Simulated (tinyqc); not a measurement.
Inside a calculation. Model: six-transistor SRAM cell, nodal equations and margins.

Program tinyqc, `OMP_NUM_THREADS=1 python tinyqc.py 2340110 2340111 out.jsonl`; Intel Xeon 2.30GHz, shared host, one thread, about 0.2 s. Printed values are rounded.

Two cross-coupled inverters (pull-down bn, pull-up bp) hold the nodes Q and QB; access transistors (ba, threshold VTn, gate on the word line at Vdd when selected) join them to the bit lines. Transistor (EKV form, voltages against the body): I = 2 n b Vt^2 [F(vp - Vs) - F(vp - Vd)] from drain to source, F(v) = ln^2(1 + exp(v/(2 Vt))), vp = (Vg - VT + sg |Vd - Vs|)/n. n-channel bodies are at 0; for the p-channel device all voltages are counted down from Vdd. b in uA/V^2 gives I in uA. For an access transistor the bit line is the drain and the node the source. In a read both bit lines are at Vdd. The cell is symmetric (no mismatch).

Inputs (values chosen for the exercise):
```
symbol  value    unit                                  meaning
T         300       K                              temperature
Vdd      0.75       V                           supply voltage
n        1.33                                     slope factor
sg        0.1                   drain-induced barrier lowering
VTn      0.31       V                      n-channel threshold
VTp      0.38       V          p-channel threshold (magnitude)
bn        860  uA/V^2  gain factor of the pull-down transistor
ba        860  uA/V^2     gain factor of the access transistor
bp        390  uA/V^2    gain factor of the pull-up transistor
```

Constants: q = 1.602176634e-19 C, kB = 1.380649e-23 J/K, Vt = kB T/q. Results are converted to the units shown.

## Iteration 1: node voltages in a read by Newton steps

(Q, QB) at the start (V): Q 0.000000, QB 0.750000

F1 = In(gate QB, drain Q) - Ip(gate QB, drain Q) - Ia(bit line, Q), F2 the same with Q and QB exchanged; J by central differences with +/- 1e-6 V; solve J d = -F, limit each component to +/- 0.15 V and add.

F1, F2 (uA): [-85.7623, 0.0016]

J (uS):

|  | Q | QB |
|---|---|---|
| F1 | 853.840 | 0.003 |
| F2 | 0.046 | 143.766 |

(Q, QB) after iteration 1 (V): Q 0.100443, QB 0.749957

## Iteration 2: node voltages in a read by Newton steps

As before.

F1, F2 (uA): [-11.6730, 0.0223]

J (uS):

|  | Q | QB |
|---|---|---|
| F1 | 620.887 | 87.623 |
| F2 | 0.745 | 103.652 |

(Q, QB) after iteration 2 (V): Q 0.119293, QB 0.749607

## Course of the iteration: node voltages in a read by Newton steps

Stop when the largest change of (Q, QB) is below 1e-9 V, or after 30 iterations. The rule counts as met only at the stable state with Q low.

Course of the iteration:

| iteration | Q (V) | largest \|change\| of one entry (V) |
|---|---|---|
| 1 | 0.100443 | 0.100 |
| 2 | 0.119293 | 0.0188 |
| 3 | 0.120040 | 7.47e-4 |
| 4 | 0.120041 | 1.30e-6 |
| 5 | 0.120041 | 4.73e-12 |

Converged in 5 iterations. At the end the number of correct digits about doubles with each step.

## Read current and disturbance

(Q, QB) (V): Q 0.120041, QB 0.749526

Iread = Ia(bit line at Vdd, source Q); cell ratio bn/ba; time to pull a bit line of 20 fF down by 0.1 V at that current.

Iread = 38.2159 uA
cell ratio = 1
time = 52.3342 ps

The read lifts the low node to 120 mV, against a balance point of 341 mV.

## The largest square in the read butterfly

| point | c (V) |
|---|---|
| 0 | 0.13 |
| 1 | 0.21 |
| 2 | 0.29 |
| 3 | 0.36 |
| 4 | 0.42 |
| 5 | 0.46 |
| 6 | 0.5 |

f(x) is the node voltage of one half-cell in a read for input x (In - Ip - Ia = 0). Static noise margin: side of the largest square between the curve (x, f(x)) and its mirror image (f(y), y); with h(c) the root x of f(x) - x = c, it is the maximum over c > 0 of h(c) - h(-c) + c.

| point | h(c) (V) | h(-c) (V) | side (V) |
|---|---|---|---|
| 0 | 0.310052 | 0.406935 | 0.033116 |
| 1 | 0.302054 | 0.453756 | 0.058298 |
| 2 | 0.294520 | 0.502066 | 0.082454 |
| 3 | 0.286345 | 0.545950 | 0.100395 |
| 4 | 0.273451 | 0.586100 | 0.107350 |
| 5 | 0.257912 | 0.614645 | 0.103267 |
| 6 | 0.234667 | 0.644632 | 0.090036 |

The maximum over c is 107.4 mV, the read margin; with the word line off (no Ia) the same construction gives 270.0 mV.
